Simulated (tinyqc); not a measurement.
# n-type polysilicon, carrier trapping at grain boundaries: two studies

One-dimensional grains of size Lg, uniform ionised doping N, monovalent traps Qt at each boundary at a depth Et below (for electrons) or above (for holes) the band edge there, abrupt depletion of width W on each side of a boundary, Boltzmann statistics. xi is the distance from the band edge at the grain centre to the Fermi level. Trapped charge Qt/(1 + exp((xi + VB - Et)/Vt)) = 2 N W, barrier VB = q N W^2/(2 eps0 eps_r).

Inputs (values chosen for the exercise); values of the order met in polycrystalline silicon: temperature T = 300 K; relative permittivity eps_r = 11.7; conduction-band density of states at T NB = 2.8e19 cm^-3; grain size Lg = 110 nm; trap density of a grain boundary Qt = 1.6e12 cm^-2; depth of the trap level from the majority band edge at the boundary Et = 0.47 eV; mass for thermionic emission ms = 0.49 m0; correction factor of the emission rate fe = 0.25; mobility inside the grains mug = 230 cm^2/(V s); doping N = 1.1e18 cm^-3.

Constants: q = 1.602176634e-19 C, kB = 1.380649e-23 J/K, m0 = 9.1093837015e-31 kg, Vt = kB T/q, eps0 = 8.8541878128e-14 F/cm where lengths are in cm. Results are converted to the units shown.

Each table varies one quantity; the others keep the values above.

## Effect of the doping

If the trap equation with xi = Vt ln(NB/N) has a root W < Lg/2, the grain is partly depleted; otherwise W = Lg/2 and the trap equation gives xi = Et - VB + Vt ln(Qt/(N Lg) - 1). N* = Qt/Lg. n0 = NB exp(-xi/Vt); mean density n0 (1 - 2 W/Lg) by charge balance in a partly depleted grain, and n0 (sqrt(pi)/2) erf(u)/u with u = sqrt(VB/Vt) in a fully depleted one; v = sqrt(kB T/(2 pi ms m0)); barrier resistivity Vt exp(VB/Vt)/(q fe n0 v Lg); grain resistivity (1 - 2 W/Lg)/(q n0 mug); effective mobility 1/(q mean density total resistivity). Rows with xi above 0.45 V, towards mid-gap, are left out, since the other carrier type is ignored.

Effect of the doping:
```
N (cm^-3),N/N*,depleted share 2 W/Lg,VB (V),xi (V),mean density (cm^-3),resistivity (ohm cm),effective mobility (cm^2/(V s))
3.2e16,0.2200,1.000,0.07486,0.4279,9.310e11,1.520e5,44.09
6.8e16,0.4675,1.000,0.1591,0.3143,5.248e13,4.884e4,2.435
1.4e17,0.9625,0.9235,0.2793,0.1370,1.071e16,5363,0.1086
3e17,2.062,0.4845,0.1647,0.1173,1.546e17,29.84,1.352
6.3e17,4.331,0.2309,0.07856,0.09809,4.845e17,0.5391,23.89
1.3e18,8.938,0.1119,0.03807,0.07936,1.155e18,0.06975,77.50
2.8e18,19.25,0.05195,0.01768,0.05953,2.655e18,0.01999,117.6
5.8e18,39.88,0.02508,0.008533,0.04070,5.655e18,0.008223,134.2
```

Read the table: what changes, and by how much?

As N goes from 3.2e16 to 5.8e18, VB goes from 0.0749 through a maximum of 0.279 (at N = 1.4e17 among the rows listed) to 0.00853 V, the resistivity falls from 1.52e5 to 0.00822 ohm cm and the effective mobility goes from 44.1 through a minimum of 0.109 (at N = 1.4e17 among the rows listed) to 134 cm^2/(V s). The steepest fall of the resistivity among the rows, as N^(-6.8), lies between N = 1.4e17 and 3e17 cm^-3; N* = 1.45e17 cm^-3. While the grain is fully depleted VB grows as N; once the traps are full it falls as 1/N. For N = 2.8e18, 5.8e18 xi is under 2.5 Vt, where Boltzmann statistics begin to fail. For N = 2.8e18, 5.8e18 VB is below Vt, where abrupt depletion and thermionic emission are rough. For N = 1.4e17 the grain is near the changeover between partial and full depletion, within a few Debye lengths, where both limits are rough.

## Effect of the grain size

Same model as above.

N* = Qt/Lg.

Results:
```
Lg (nm),N/N*,depleted share 2 W/Lg,VB (V),xi (V),mean density (cm^-3),resistivity (ohm cm),effective mobility (cm^2/(V s))
10,0.6875,1.000,0.02127,0.4284,1.395e12,2.144e5,20.87
17,1.169,0.8556,0.04499,0.08368,1.588e17,0.5154,76.24
31,2.131,0.4692,0.04499,0.08368,5.839e17,0.2938,36.39
53,3.644,0.2744,0.04499,0.08368,7.981e17,0.1821,42.95
94,6.463,0.1547,0.04499,0.08368,9.298e17,0.1134,59.18
290,19.94,0.05016,0.04499,0.08368,1.045e18,0.05344,111.8
500,34.38,0.02909,0.04499,0.08368,1.068e18,0.04136,141.3
```

Estimate the missing row, Lg = 160 nm.

Computed row:
```
Lg (nm),N/N*,depleted share 2 W/Lg,VB (V),xi (V),mean density (cm^-3),resistivity (ohm cm),effective mobility (cm^2/(V s))
160,11.00,0.09091,0.04499,0.08368,1.000e18,0.07681,81.26
```

With this row back in the table: As Lg goes from 10 to 500, VB rises from 0.0213 to 0.0450 V, the resistivity falls from 2.14e5 to 0.0414 ohm cm and the effective mobility moves up and down between 20.9 and 141 cm^2/(V s). For Lg = 10 VB is below Vt, where abrupt depletion and thermionic emission are rough. For Lg = 17 the grain is near the changeover between partial and full depletion, within a few Debye lengths, where both limits are rough.

Numbers from tinyqc (`OMP_NUM_THREADS=1 python tinyqc.py 2830282 2830283 out.jsonl`; about 0.01 s on one thread of a shared Intel Xeon 2.30GHz).
